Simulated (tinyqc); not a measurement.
Pariser-Parr-Pople SCF with singles CI, for the molecule C=CC=CC(=C)C=C (SMILES; centres numbered as the heavy atoms are written), step by step. One step of it, computed by the program tinyqc.

Task: Iteration 1: Fock matrix. F_rr = H_rr + P_rr gamma_rr / 2 + sum_(s != r) P_ss gamma_rs; F_rs = H_rs - P_rs gamma_rs / 2; E = tr P (H + F) / 2 + core repulsion sum_(r<s) z_r z_s gamma_rs.

P at the start:
```
           1C         2C         3C         4C         5C         6C         7C         8C
1C   0.043930   0.162294   0.193550  -0.135640   0.038990   0.042766  -0.015837  -0.011485
2C   0.162294   0.616054   0.815486  -0.370638   0.087371   0.120428  -0.031536  -0.026936
3C   0.193550   0.815486   1.473222   0.254874  -0.085151  -0.006984   0.032264   0.016749
4C  -0.135640  -0.370638   0.254874   1.853343   0.111598  -0.190414  -0.048077   0.007125
5C   0.038990   0.087371  -0.085151   0.111598   1.764966   0.602736   0.121016  -0.089623
6C   0.042766   0.120428  -0.006984  -0.190414   0.602736   0.271723  -0.199741  -0.117420
7C  -0.015837  -0.031536   0.032264  -0.048077   0.121016  -0.199741   1.765734   0.595410
8C  -0.011485  -0.026936   0.016749   0.007125  -0.089623  -0.117420   0.595410   0.211027
```

core matrix H (eV):
```
            1C          2C          3C          4C          5C          6C          7C          8C
1C  -37.762989   -2.600000    0.000000    0.000000    0.000000    0.000000    0.000000    0.000000
2C   -2.600000  -43.827879   -2.600000    0.000000    0.000000    0.000000    0.000000    0.000000
3C    0.000000   -2.600000  -48.359565   -2.600000    0.000000    0.000000    0.000000    0.000000
4C    0.000000    0.000000   -2.600000  -49.324937   -2.600000    0.000000    0.000000    0.000000
5C    0.000000    0.000000    0.000000   -2.600000  -50.838437   -2.600000   -2.600000    0.000000
6C    0.000000    0.000000    0.000000    0.000000   -2.600000  -42.714087    0.000000    0.000000
7C    0.000000    0.000000    0.000000    0.000000   -2.600000    0.000000  -47.456117   -2.600000
8C    0.000000    0.000000    0.000000    0.000000    0.000000    0.000000   -2.600000  -40.275755
```

repulsion gamma_rs (eV):
```
           1C         2C         3C         4C         5C         6C         7C         8C
1C  11.130000   7.553379   5.239462   3.670075   2.868315   2.308378   2.763201   2.200180
2C   7.553379  11.130000   7.554501   5.239462   3.669545   2.868977   3.276551   2.505463
3C   5.239462   7.554501  11.130000   7.553379   5.237444   3.670075   4.668152   3.276551
4C   3.670075   5.239462   7.553379  11.130000   7.552564   5.239462   5.239660   3.670334
5C   2.868315   3.669545   5.237444   7.552564  11.130000   7.557493   7.553496   5.239580
6C   2.308378   2.868977   3.670075   5.239462   7.557493  11.130000   5.240555   4.669146
7C   2.763201   3.276551   4.668152   5.239660   7.553496   5.240555  11.130000   7.554501
8C   2.200180   2.505463   3.276551   3.670334   5.239580   4.669146   7.554501  11.130000
```

Centres (angstrom, eV; a flat drawing with bonds scaled to 1.40 angstrom):

| centre | x | y | core charge z | W | gamma_rr |
|---|---|---|---|---|---|
| 1C | 3.583000 | 0.652000 | 1 | 11.160000 | 11.130000 |
| 2C | 2.560000 | -0.304000 | 1 | 11.160000 | 11.130000 |
| 3C | 1.221000 | 0.104000 | 1 | 11.160000 | 11.130000 |
| 4C | 0.198000 | -0.852000 | 1 | 11.160000 | 11.130000 |
| 5C | -1.142000 | -0.445000 | 1 | 11.160000 | 11.130000 |
| 6C | -2.164000 | -1.400000 | 1 | 11.160000 | 11.130000 |
| 7C | -1.458000 | 0.919000 | 1 | 11.160000 | 11.130000 |
| 8C | -2.797000 | 1.327000 | 1 | 11.160000 | 11.130000 |

Give: F; pi energy.

Result:

F (eV):
```
         1C       2C       3C       4C       5C       6C       7C       8C
1C  -7.3113  -3.2129  -0.5070   0.2489  -0.0559  -0.0494   0.0219   0.0126
2C  -3.2129  -5.6573  -5.6803   0.9710  -0.1603  -0.1728   0.0517   0.0337
3C  -0.5070  -5.6803  -2.1026  -3.5626   0.2230   0.0128  -0.0753  -0.0274
4C   0.2489   0.9710  -3.5626   0.2858  -3.0214   0.4988   0.1260  -0.0131
5C  -0.0559  -0.1603   0.2230  -3.0214  -0.4196  -4.8776  -3.0570   0.2348
6C  -0.0494  -0.1728   0.0128   0.4988  -4.8776  -0.6383   0.5234   0.2741
7C   0.0219   0.0517  -0.0753   0.1260  -3.0570   0.5234  -2.5519  -4.8490
8C   0.0126   0.0337  -0.0274  -0.0131   0.2348   0.2741  -4.8490  -1.9761
```

pi energy = -83.2755 eV
